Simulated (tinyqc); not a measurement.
# Worked calculation: deep-level transient spectroscopy

Numbers from tinyqc (`OMP_NUM_THREADS=1 python tinyqc.py 2050001 2050002 out.jsonl`; about 0.01 s on one thread of a shared Intel Xeon 2.30GHz). Printed values are rounded.

Schottky contact on an n-type layer with shallow donors Nd (all ionised) and a donor-like deep trap, neutral when filled and positive when empty; depletion approximation. Traps within lam of the depletion edge stay filled. A long pulse to Vp fills the traps beyond x1 = Wp - lam; back at Vr those between x1 and x2 = Wr - lam emit. A rate window reads S = C(t2) - C(t1).

Values chosen for this exercise; material values close to those of gallium arsenide:
- eps_r = 12.7 (relative permittivity)
- Nc = 4.43e17 cm^-3 (conduction-band density of states at 300 K)
- vth = 4.5e7 cm/s (thermal velocity at 300 K)
- Nd = 2.2e16 cm^-3 (shallow donor density)
- Vbi = 0.93 V (built-in voltage)
- Et = 0.21 eV (depth of the trap below the conduction edge)
- sn = 2.5e-17 cm^2 (capture cross-section)
- Nt = 1.4e14 cm^-3 (trap density)
- Vr = 7.6 V (reverse bias)
- Vp = 0 V (reverse bias during the filling pulse)
- t1 = 2 ms (first sampling time)
- t2 = 20 ms (second sampling time)
- T = 161 K (temperature of the transient)
- F = 130 kV/cm (field at the trap)

Constants: q = 1.602176634e-19 C, kB = 1.380649e-23 J/K, eps0 = 8.8541878128e-14 F/cm where lengths are in cm. Results are converted to the units shown.

## Emission rate and rate window

Emission rate en = sn vth(T) Nc(T) exp(-Et/kB T) = sn g T^2 exp(-Et/kB T), g = vth Nc/(300 K)^2, as vth goes as T^0.5 and Nc as T^1.5 (degeneracy factor 1). For an exponential transient S peaks where en = ew = ln(t2/t1)/(t2 - t1).

g = 2.215e20 cm^-2 s^-1 K^-2
en = 38.3126 1/s
1/en = 26.1011 ms
ew = 127.921 1/s

## Widths

lam = sqrt(2 eps0 eps_r (EF - ET)/(q Nd)), EF - ET = Et - (kB T/q) ln(Nc(T)/Nd), Nc(T) = Nc (T/300 K)^1.5. In the steady state at the band bending V, 2 eps0 eps_r V/q = Nd W^2 + Nt (W - lam)^2 (the second term only if W > lam). V = Vbi + Vr gives Wr and V = Vbi + Vp gives Wp; x1 = max(Wp - lam, 0).

lam = 107.552 nm
Wr = 736.027 nm
Wp = 243.353 nm
x1 = 135.801 nm
x2 = 628.476 nm
G = (x2^2 - x1^2)/Wr^2 = 0.695061

The rule Nt = 2 Nd |dC|/C assumes G = 1 and would understate Nt by a factor of about 1/G = 1.44 here (the limit of small Nt/Nd).

## The transient

| sample | t (ms) |
|---|---|
| 0 | 0 |
| 1 | 1 |
| 2 | 2 |
| 3 | 11 |
| 4 | 20 |
| 5 | 40 |
| 6 | 100 |

W(t)^2 = Wr^2 + (Nt/Nd)(x2^2 - x1^2) exp(-en t), C = eps0 eps_r/W; for small Nt, dC/C = -(Nt/2 Nd) G exp(-en t) with G = (x2^2 - x1^2)/Wr^2. S = C(t2) - C(t1).

| sample | C (nF/cm^2) | C - C(final) (pF/cm^2) |
|---|---|---|
| 0 | 15.2440 | -33.6759 |
| 1 | 15.2453 | -32.4141 |
| 2 | 15.2465 | -31.1994 |
| 3 | 15.2556 | -22.1199 |
| 4 | 15.2620 | -15.6786 |
| 5 | 15.2704 | -7.2927 |
| 6 | 15.2770 | -0.7325 |

S = 15.5208 pF/cm^2

## Step 1: peak temperature

T at the start = 300 K

Fixed-point step for en(T) = ew: T(new) = (Et q/kB)/ln(sn g T^2/ew), g = vth Nc/(300 K)^2.

T after step 1 = 160.585 K

## Course of the iteration for the peak temperature

Start from 300 K; stop when T changes by less than 1e-8 K.

Course of the iteration:

| step | T (K) | change (K) |
|---|---|---|
| 1 | 160.585 | 139 |
| 2 | 174.999 | 14.4 |
| 3 | 172.865 | 2.13 |
| 4 | 173.166 | 0.301 |
| 5 | 173.123 | 0.0429 |
| 6 | 173.129 | 6.09e-3 |
| 7 | 173.128 | 8.65e-4 |
| 8 | 173.129 | 1.23e-4 |
| 9 | 173.129 | 1.75e-5 |
| 10 | 173.129 | 2.48e-6 |
| 11 | 173.129 | 3.53e-7 |
| 12 | 173.129 | 5.01e-8 |
| 13 | 173.129 | 7.12e-9 |

Converged in 13 steps; each multiplies the error by -2 kB T/Et = -0.14.

## Poole-Frenkel lowering

A Coulomb centre of charge +q (when empty) in the field F lowers its barrier by dE = sqrt(q F/(pi eps0 eps_r)) along the field. One-dimensional rate: en exp(b), b = dE/kB T; three-dimensional (Hartke): en {[1 + (b - 1) exp(b)]/b^2 + 1/2}.

dE = 76.7849 meV
b = 5.53448
rate, one-dimensional = 9703.68 1/s
rate, three-dimensional = 1456.92 1/s

The one-dimensional form is 6.66 times the three-dimensional one, which counts the directions in which the barrier is lowered less or not at all.
